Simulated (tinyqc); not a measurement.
Tight binding, kagome lattice, step by step. Computed by tinyqc, a small Python program that keeps every step. Settings: t1 = 0.61, t2 = 0.61, delta = 0, bands filled = 1. Command: `OMP_NUM_THREADS=1 python tinyqc.py 28932 28933 out.jsonl` (the two numbers bound the seeds that draw the settings). One thread of a shared host (Intel(R) Xeon(R) Processor @ 2.60GHz), about 0.01 s of CPU time with the checks.

## Bloch Hamiltonian at k

Parameters chosen for this model:
```
parameter     value                unit
t1         0.610000    eV, up triangles
t2         0.610000  eV, down triangles
delta             0        eV on site C
```

k point k (fractions of the reciprocal vectors): [0.49000, 0.33000]

H_AB = -t1 - t2 exp(-i k.a1), H_AC = -t1 - t2 exp(-i k.a2), H_BC = -t1 - t2 exp(i k.(a1 - a2)), H_CC = delta.

H(k) at k (eV), order A, B, C:
```
[[0.00000, -0.00120+0.03830i, -0.31613+0.53455i],
 [-0.00120-0.03830i, 0.00000, -0.93685-0.51504i],
 [-0.31613-0.53455i, -0.93685+0.51504i, 0.00000]]
```

## Levels at k

Diagonalise the Hermitian matrix.

eigenvalues (eV): [-1.25328, 0.03328, 1.22000]

weights |c|^2 of the basis functions, order A, B, C:
```
[[0.13443, 0.74788, 0.11769],
 [0.37241, 0.25188, 0.37570],
 [0.49316, 0.00024, 0.50661]]
```

## Bloch Hamiltonian at K

k point K (fractions of the reciprocal vectors): [0.33333, 0.66667]

As before.

H(k) at K (eV), order A, B, C:
```
[[0.00000, -0.30500+0.52828i, -0.30500-0.52828i],
 [-0.30500-0.52828i, 0.00000, -0.30500+0.52828i],
 [-0.30500+0.52828i, -0.30500-0.52828i, 0.00000]]
```

## Levels at K

As before.

eigenvalues (eV): [-0.61000, -0.61000, 1.22000]

## Bands along a path

The same steps at evenly spaced points between the labelled ones.

Bands along the path (eV):
```
k            band 1    band 2   band 3
G          -2.44000   1.22000  1.22000
G-K 0.33   -2.15457   0.93457  1.22000
G-K 0.67   -1.43185   0.21185  1.22000
K          -0.61000  -0.61000  1.22000
K-M 0.33   -0.93457  -0.28543  1.22000
K-M 0.67   -1.14642  -0.07358  1.22000
M          -1.22000         0  1.22000
M-K' 0.33  -1.14642  -0.07358  1.22000
M-K' 0.67  -0.93457  -0.28543  1.22000
K'         -0.61000  -0.61000  1.22000
```

With 1 band(s) filled, the highest filled level on these points lies at K' and the lowest empty one at K': the bands touch or overlap, so there is no gap.
